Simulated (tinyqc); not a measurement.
# Programming of a floating-gate cell by Fowler-Nordheim tunnelling, step by step

Computed by the program tinyqc: `OMP_NUM_THREADS=1 python tinyqc.py 2130018 2130019 out.jsonl`, one thread of a shared Intel Xeon 2.30GHz, about 0.01 s for the whole run. Printed values are rounded.

Per tunnel area the floating gate has Ctun = 3.9 eps0/tox to the channel (0 V) and Ccg to the control gate, Ct = Ctun/(1 - ag), no other coupling. With the threshold shift U = -Q/Ccg the field is F = ag (Vg - U)/tox, and dU/dt = J/Ccg. Fowler-Nordheim: J = A F^2 exp(-B/F), A = q^2/(16 pi^2 hbar mo phi) (times 1e14 for A/cm^2 with F in V/nm, emitter mass m0), B = (4/3) sqrt(mo/C) phi^1.5, C = hbar^2/(2 m0).

Values chosen for this exercise; oxide values close to those of silicon dioxide:
- phi = 3.14 eV (tunnel barrier)
- mo = 0.46 m0 (tunnelling mass)
- tox = 9.1 nm (tunnel oxide thickness)
- ag = 0.56 (coupling ratio Ccg/Ct)
- ar = 1400 nm^2 (tunnel area)
- Vt0 = -2.7 V (threshold shift at the start)
- Vg = 15.3 V (control-gate voltage)
- dt = 16 us (time step)
- n = 8 (steps)

Constants: q = 1.602176634e-19 C, hbar = 1.054571817e-34 J s, m0 = 9.1093837015e-31 kg, eps0 = 8.8541878128e-14 F/cm where lengths are in cm, hbar^2/(2 m0) = 0.0380998212 eV nm^2. Results are converted to the units shown.

Range of the model: Programming fields of 10 MV/cm and more wear the oxide; trapping and the channel potential are ignored.

## Constants of the cell

A, B, Ccg = ag Ct, the starting field and current, K = A B ag/(Ccg tox), and the knee time t0 = exp(B/F(0))/K.

A = 1.06718e8 A cm^-2 (V/nm)^-2
B = 25.7781 V/nm
Ccg = 0.482956 uF/cm^2
F(0) = 1.10769 V/nm
J(0) = 0.0102382 A/cm^2
K = 3.50532e14 1/s
t0 = 36.4857 us
electrons for 1 V of shift = 42.2012

## Explicit time steps against the exact solution

U(new) = U + dt J(F(U))/Ccg. Exact: exp(B/F(t)) = exp(B/F(0)) + K t, K = A B ag/(Ccg tox), and U = Vg - tox F/ag.

| step | t (us) | F (V/nm) | J (A/cm^2) | U by steps (V) | U exact (V) |
|---|---|---|---|---|---|
| 0 | 0 | 1.10769 | 0.0102382 | -2.70000 | -2.70000 |
| 1 | 16 | 1.08682 | 0.00630368 | -2.36081 | -2.42308 |
| 2 | 32 | 1.07397 | 0.00463444 | -2.15198 | -2.22578 |
| 3 | 48 | 1.06452 | 0.00367959 | -1.99844 | -2.07317 |
| 4 | 64 | 1.05702 | 0.00305506 | -1.87654 | -1.94910 |
| 5 | 80 | 1.05079 | 0.00261280 | -1.77533 | -1.84478 |
| 6 | 96 | 1.04546 | 0.00228248 | -1.68877 | -1.75494 |
| 7 | 112 | 1.04081 | 0.00202608 | -1.61315 | -1.67614 |
| 8 | 128 | 1.03668 | 0.00182114 | -1.54603 | -1.60603 |

The steps run ahead by 62.3 mV after the first and 60.0 mV after the last, as each uses the larger current of its start; the step is 0.44 of the knee time t0. The overshoot lowers the field, so later steps gain less than the exact curve and the error ends smaller than after the first step.
